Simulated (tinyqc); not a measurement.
Plane-averaged potentials: correction of a charged-defect supercell by a model charge and potential alignment (plane-averaged potentials). Computed by tinyqc, a small Python program. Command: `OMP_NUM_THREADS=1 python tinyqc.py 3111667 3111668 out.jsonl align walk`. One thread of a shared host (Intel(R) Xeon(R) Processor @ 2.30GHz), about 0.01 s of CPU time with the checks.

The "true" defect charge is (1 - x) q in a Gaussian of width sigma plus x q in one of width sigma_t, so the exact answer is known; the correction sees only a single model Gaussian of width sigma_m. A Gaussian of width s has the transform rho(G) = exp(-G^2 s^2/2), normalised to 1. A uniform background cancels q, so G = 0 is left out. Potentials are those felt by a unit positive charge. E_0 is the formation energy of the isolated defect, E_cell its value in the supercell, E_lat = E_iso - E_per of the model charge, C the true less the model potential far from the defect; the exact correction is E_0 - E_cell, and the error of a scheme is E_cell plus its correction less E_0.

Inputs (values chosen for the exercise, with screening close to that of GaAs): defect charge q = 3 e; dielectric constant eps = 13.4; edge of the cubic cell L = 12 angstrom; width sigma of the true defect charge = 0.95 angstrom; width sigma_m of the model charge = 0.74 angstrom; share x of the charge in a wide tail = 0; width sigma_t of the tail = 1.8 angstrom.

Constants: e^2/(4 pi eps_0) = 14.39964548 eV angstrom.

Method. Plane-averaged potential at distance z from the defect: V(z) = (4 pi q/(eps L^3)) (e^2/(4 pi eps_0 e)) sum_(m != 0) rho(G_m) cos(G_m z)/G_m^2, G_m = 2 pi m/L, |m| <= 40.

Potentials (V):
```
z/L   z (angstrom)      true     model  difference
0.00           0.0   0.18529   0.20470   -0.019409
0.05           0.6   0.16892   0.18302   -0.014097
0.10           1.2   0.12684   0.13123   -0.004395
0.15           1.8   0.07370   0.07202    0.001678
0.20           2.4   0.02134   0.01764    0.003699
0.25           3.0  -0.02464  -0.02875    0.004103
0.30           3.6  -0.06257  -0.06673    0.004155
0.35           4.2  -0.09211  -0.09627    0.004160
0.40           4.8  -0.11321  -0.11737    0.004160
0.45           5.4  -0.12587  -0.13003    0.004160
0.50           6.0  -0.13009  -0.13425    0.004160
```

The difference moves by 0.00 mV between z/L = 0.4 and 0.5: a plateau.
